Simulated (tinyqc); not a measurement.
Fermi-Dirac statistics of conduction electrons: one step. Mean energy, Einstein relation and screening. Four cases, with inputs chosen for the exercise.

Task: Mean kinetic energy <E> = (3/2) kT F_3/2/F_1/2; D/mu = (kT/e) F_1/2/F_-1/2; dn/dEF = (Nc/kT) F_-1/2; screening length L = (4 pi (e^2/(4 pi eps0)) (dn/dEF)/eps)^(-1/2), with dn/dEF in 1/(angstrom^3 eV) (1/cm^3 = 1e-24/angstrom^3).

F_j(eta) = (1/Gamma(j + 1)) integral_0^infinity x^j dx/(1 + exp(x - eta)), which tends to exp(eta) for eta << 0.

Constants: e^2/(4 pi eps0) = 14.39964547 eV angstrom.

Case 1.

Values chosen (out of a larger set: near those of Si, lowest valleys alone; not measured data): eps = 12.3 (static dielectric constant).

eta = 2.0699502
kT = 0.00663535 eV
Nc = 3.757897e+18 1/cm^3

Case 2.

Values chosen (out of a larger set: near those of Si, lowest valleys alone; not measured data): eps = 11.7 (static dielectric constant).

eta = 1.0210085
kT = 0.03446933 eV
Nc = 4.131931e+19 1/cm^3

Case 3.

Values chosen (out of a larger set: near those of InSb, lowest valleys alone; not measured data): eps = 16.9 (static dielectric constant).

eta = 0.7183127
kT = 0.00663535 eV
Nc = 5.061549e+15 1/cm^3

Case 4.

Values chosen (out of a larger set: near those of Si, lowest valleys alone; not measured data): eps = 12 (static dielectric constant).

eta = -2.4178503
kT = 0.02585200 eV
Nc = 2.776680e+19 1/cm^3

Give: F_-1/2, F_1/2, F_3/2; <E>; D/mu; dn/dEF; L.

Result:

Case 1.

F_-1/2, F_1/2, F_3/2: 1.493  2.927  4.367

<E> = 14.85 meV
D/mu = 13.01 mV
dn/dEF = 8.458e+20 1/(cm^3 eV)
L = 8.965 angstrom

The gas is degenerate. D/mu is 1.960 times kT/e and <E> is 1.492 times (3/2) kT; the Debye formula, with n/kT in place of dn/dEF, would give L = 6.403 angstrom.

Case 2.

F_-1/2, F_1/2, F_3/2: 1.036  1.597  2.036

<E> = 65.89 meV
D/mu = 53.12 mV
dn/dEF = 1.242e+21 1/(cm^3 eV)
L = 7.214 angstrom

EF lies within 2 kT of the edge. D/mu is 1.541 times kT/e and <E> is 1.274 times (3/2) kT; the Debye formula, with n/kT in place of dn/dEF, would give L = 5.811 angstrom.

Case 3.

F_-1/2, F_1/2, F_3/2: 0.9023  1.304  1.598

<E> = 12.19 meV
D/mu = 9.59 mV
dn/dEF = 6.883e+17 1/(cm^3 eV)
L = 368.4 angstrom

EF lies within 2 kT of the edge. D/mu is 1.445 times kT/e and <E> is 1.225 times (3/2) kT; the Debye formula, with n/kT in place of dn/dEF, would give L = 306.4 angstrom.

Case 4.

F_-1/2, F_1/2, F_3/2: 0.08388  0.08643  0.08775

<E> = 39.37 meV
D/mu = 26.64 mV
dn/dEF = 9.009e+19 1/(cm^3 eV)
L = 27.13 angstrom

The gas is nearly non-degenerate. D/mu is 1.030 times kT/e and <E> is 1.015 times (3/2) kT; the Debye formula, with n/kT in place of dn/dEF, would give L = 26.73 angstrom.

Computed by tinyqc, one run a case: `OMP_NUM_THREADS=1 python tinyqc.py N N+1 out.jsonl` with N = 1682140, 1682247, 1682452, 1682773; one thread of a shared Intel(R) Xeon(R) Processor @ 2.30GHz, about 0.01 s a run at most.
